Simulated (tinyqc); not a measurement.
Pillar capacitor in an array: capacitance, non-linearity, leakage and relaxation: cell against the aspect ratio.

A film between two metal electrodes, each interface adding a series capacitance ci. The small-signal permittivity is ek (1 + aq E^2); the field is found with the linear permittivity. Leakage J = J0 sinh(E/Ef). After a voltage step the film passes a relaxation current kr C V tt^(-nr), tt being the time in seconds. The sidewall is a coaxial capacitor with radii a = dm/2 and b = dm/2 + t, depth AR dm; the end face is left out.

Per length 1/c = ln(b/a)/(2 pi eps0 ek) + (1/a + 1/b)/(2 pi ci); cell capacitance c AR dm; per footprint over pt^2; fields c V/(2 pi eps0 ek r) at r = a and b; resistance of the inner electrode rho AR dm/(pi a^2); time constant R C/3 of the distributed line.

Values chosen for this exercise; permittivity of the order of that of tantalum oxide:
```
symbol,value,unit,meaning
ek,26.9,,relative permittivity of the film
t,7.1,nm,film thickness
ci,1000,uF/cm^2,capacitance of each electrode interface (dead layer and screening)
V,1,V,bias
dm,50,nm,diameter of the pillar
pt,91,nm,pitch of the square array
rho,360,uohm cm,resistivity of the inner electrode
```

Constants: eps0 = 8.8541878128e-14 F/cm where lengths are in cm. Results are converted to the units shown.

The same in every row: field at a (MV/cm) = 1.589; field at b (MV/cm) = 1.238.

Cell against the aspect ratio:

| AR | cell capacitance (fF) | per footprint (uF/cm^2) | R (kohm) | R C/3 (ps) |
|---|---|---|---|---|
| 5 | 1.487 | 17.95 | 0.4584 | 0.2271 |
| 10 | 2.973 | 35.90 | 0.9167 | 0.9085 |
| 20 | 5.946 | 71.81 | 1.833 | 3.634 |
| 30 | 8.919 | 107.7 | 2.750 | 8.177 |
| 50 | 14.87 | 179.5 | 4.584 | 22.71 |
| 70 | 20.81 | 251.3 | 6.417 | 44.52 |
| 100 | 29.73 | 359.0 | 9.167 | 90.85 |

As AR goes from 5 to 100, the cell capacitance rises from 1.49 to 29.7 fF, the capacitance per footprint rises from 18.0 to 359 uF/cm^2, the ratio of the two fields stays at 1.28 and R C/3 rises from 0.227 to 90.9 ps; the time constant goes as AR^(2.00) between the first two rows and AR^(2.00) between the last two.

tinyqc, about 0.01 s, one thread, Intel Xeon 2.30GHz (shared host): `OMP_NUM_THREADS=1 python tinyqc.py 2102071 2102072 out.jsonl`
